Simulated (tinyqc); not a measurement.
# Molecular dynamics of a small cluster by velocity Verlet steps, step by step

A worked calculation. Computed by tinyqc, a small Python program that keeps every step. Command: `OMP_NUM_THREADS=1 python tinyqc.py 3022843 3022844 out.jsonl verlet walk`. One thread of a shared host (Intel(R) Xeon(R) Processor @ 2.30GHz), about 0.07 s of CPU time with the checks. Intermediate numbers are printed to about 6 digits and carried at full precision; extremes and crossings named in words are read from the listed rows.

E = sum_(i<j) phi(r_ij), phi(r) = eps [exp(-2 alpha (r - r0)) - 2 exp(-alpha (r - r0))]; the force on i is -sum_j phi'(r_ij) (R_i - R_j)/r_ij.

Inputs (values chosen for the exercise, for model atoms):
```
quantity               value        unit
length r0               2.49    angstrom
well depth eps          0.27          eV
stiffness alpha         2.09  1/angstrom
atomic mass M            102           u
time step dt              83          fs
steps                    200           -
target temperature T0    500           K
coupling time tau        200          fs
```

Potential: Morse. Thermostat: Berendsen.

starting positions (angstrom):
```
           x      y      z
atom 1     0  -0.01  -0.02
atom 2  2.49  -0.05   0.02
atom 3  1.24   2.18      0
atom 4  1.28   0.69   2.05
```

starting velocities (angstrom/fs):
```
               x         y         z
atom 1  -0.00139   0.00071  -0.00081
atom 2  -0.00156    -5e-05   0.00158
atom 3   0.00069  -0.00106   0.00026
atom 4   0.00226    0.0004  -0.00103
```

Constants: 1 eV/(angstrom u) = 9.648533212e-03 angstrom/fs^2; k_B = 8.617333262e-05 eV/K.

## State at the start

Velocity Verlet: a = c F/M with c = 9.648533212e-3 angstrom/fs^2 per eV/(angstrom u); R(new) = R + v dt + a dt^2/2; v(new) = v + (a + a(new)) dt/2. Kinetic energy K = M v^2/(2c); temperature T = 2K/((3N - 3) k_B), rotation of the cluster included. After each step v is scaled by sqrt(1 + (dt/tau)(T0/T - 1)).

forces (eV/angstrom):
```
                x          y          z
atom 1   0.074434   0.074731   0.072155
atom 2  -0.047494   0.101221  -0.028446
atom 3   0.035168  -0.215507   0.074548
atom 4  -0.062108   0.039555  -0.118257
```

potential energy = -1.61034 eV

kinetic energy = 0.0846813 eV

temperature = 218.375 K

## Step 1

The formulas are those given above.

positions after step 1 (angstrom):
```
               x         y         z
atom 1  -0.09112   0.07328  -0.06372
atom 2   2.34505  -0.02117   0.14187
atom 3   1.30873   2.02180   0.04587
atom 4   1.44734   0.73609   1.92598
```

new forces (eV/angstrom):
```
               x         y         z
atom 1  -0.16737  -0.17134   0.11933
atom 2   1.59893  -1.69802  -2.11869
atom 3  -0.29036   1.53291  -0.80653
atom 4  -1.14120   0.33646   2.80589
```

velocities after step 1 (angstrom/fs):
```
                  x            y            z
atom 1  -0.00141466   0.00026662  -0.00004700
atom 2   0.00365218  -0.00509364  -0.00552125
atom 3  -0.00025136   0.00331461  -0.00210687
atom 4  -0.00198616   0.00151241   0.00767511
```

total energy = -0.314387 eV

## Step 2

The formulas are those given above.

positions after step 2 (angstrom):
```
               x         y         z
atom 1  -0.26307   0.03958  -0.02874
atom 2   3.16915  -0.99720  -1.00672
atom 3   1.19326   2.79638  -0.39179
atom 4   0.91066   0.97125   3.47725
```

new forces (eV/angstrom):
```
                x          y          z
atom 1   0.194791   0.183468   0.015167
atom 2  -0.086214   0.044443   0.026714
atom 3  -0.090861  -0.221646   0.044795
atom 4  -0.017716  -0.006265  -0.086676
```

velocities after step 2 (angstrom/fs):
```
                 x           y           z
atom 1  -0.0010139   0.0002438   0.0003731
atom 2   0.0074401  -0.0089873  -0.0106541
atom 3  -0.0013560   0.0065647  -0.0039542
atom 4  -0.0050702   0.0021789   0.0142352
```

total energy = 2.65876 eV

## Fastest vibration

Relax the cluster, diagonalise the Hessian (central differences): omega_max = sqrt(c lambda_max/M). Verlet steps are stable for omega_max dt < 2.

omega_max = 0.0298747 1/fs

shortest period = 210.318 fs

omega_max dt = 2.47960

The step is 1/2.5 of the shortest period.

## The trajectory

Spread = largest minus smallest value. The test of the step is the spread (largest minus smallest) of the total energy over the run without thermostat, against the spread of K; the step passes below 5 %. The mean T is over the second half.

Course of the run (evenly spaced rows):
```
step  t (fs)        U (eV)    K (eV)  U + K (eV)    T (K)
0          0  -1.61034e+00  0.084681    -1.52566   218.37
14      1162  -2.29329e-06  0.642322     0.64232  1656.41
28      2324  -2.73704e-08  0.194136     0.19414   500.64
42      3486  -3.60295e-11  0.193890     0.19389   500.00
56      4648  -1.47367e-14  0.193890     0.19389   500.00
70      5810  -3.43392e-18  0.193890     0.19389   500.00
84      6972  -6.62706e-22  0.193890     0.19389   500.00
98      8134  -1.90232e-24  0.193890     0.19389   500.00
112     9296  -4.66680e-26  0.193890     0.19389   500.00
126    10458  -1.19834e-27  0.193890     0.19389   500.00
140    11620  -3.07780e-29  0.193890     0.19389   500.00
154    12782  -7.90501e-31  0.193890     0.19389   500.00
168    13944  -2.03032e-32  0.193890     0.19389   500.00
182    15106  -5.21467e-34  0.193890     0.19389   500.00
196    16268  -1.33933e-35  0.193890     0.19389   500.00
```

spread of the total energy = 7.16889 eV

spread of the total over spread of K = 1.24976

mean temperature = 500 K

The total energy spreads by 120 % of the swings of K: with omega_max dt = 2.48 the step is too long, beyond the stability limit of 2.

Reruns converge with time step dt = 10.0. Reruns still fail with time step dt = 58.0.
